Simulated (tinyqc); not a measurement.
# Bandgap voltage reference from two bipolar transistors: output against temperature

Two transistors of area 1 and N carry the same current I. Is(T) = Is (T/T0)^eta exp[(Vg0 q/kB)(1/T0 - 1/T)], VBE1 = Vt ln(I/Is(T)) + I rb, VBE2 = Vt ln(I/(N Is(T))) + I rb/N. The amplifier forces I R1(T) = VBE1 - VBE2 + Vos, with R(T) = R (1 + tc (T - T0)) for both resistors, and the output is Vref = VBE1 + I R2(T). Base currents and the Early effect are neglected.

Vt = kB T/q; I = (Vt ln N + Vos)/(R1(T) - rb (1 - 1/N)).

Parameters, values chosen for the exercise; values of the order met in silicon bipolar transistors:
- T0 = 300 K (reference temperature)
- Vg0 = 1.193 V (band-gap voltage extrapolated to 0 K)
- eta = 3.9 (temperature exponent of the saturation current)
- Is = 2.2e-18 A (saturation current of the unit transistor at T0)
- N = 10 (area ratio of the second transistor)
- R1 = 6.7 kohm (resistor across which the difference of VBE falls, at T0)
- tc = 1700 ppm/K (temperature coefficient of both resistors)
- Vos = 0 mV (offset of the amplifier)
- rb = 36 ohm (series resistance of the unit transistor)
- R2 = 58.68 kohm (output resistor at T0)

Constants: q = 1.602176634e-19 C, kB = 1.380649e-23 J/K. Results are converted to the units shown.

Output against temperature:
```
T (K),I (uA),VBE1 (V),I R2 (V),Vref (V),Vref - Vref(T0) (mV),dVref/dT (uV/K)
218,7.544,0.8920,0.3810,1.273,-1.772,74.76
233,7.830,0.8668,0.4071,1.274,-0.8088,53.83
253,8.186,0.8327,0.4420,1.275,0.004013,27.79
273,8.517,0.7982,0.4768,1.275,0.3152,3.613
298,8.899,0.7544,0.5204,1.275,0.05089,-24.37
323,9.249,0.7099,0.5639,1.274,-0.8857,-50.23
348,9.571,0.6648,0.6075,1.272,-2.445,-74.26
373,9.869,0.6191,0.6510,1.270,-4.585,-96.70
398,10.15,0.5729,0.6945,1.267,-7.269,-117.8
423,10.40,0.5262,0.7380,1.264,-10.46,-137.6
```

VBE1 falls by 1.78 mV/K on average and I R2 rises by 1.74 mV/K. The slope of Vref vanishes at T = 276 K. Between 233 and 398 K Vref spans 7.59 mV, or 36.1 ppm/K by the box method (span over the average over T, over 165 K).

Numbers from tinyqc (`OMP_NUM_THREADS=1 python tinyqc.py 2062143 2062144 out.jsonl`; about 0.02 s on one thread of a shared Intel Xeon 2.30GHz).
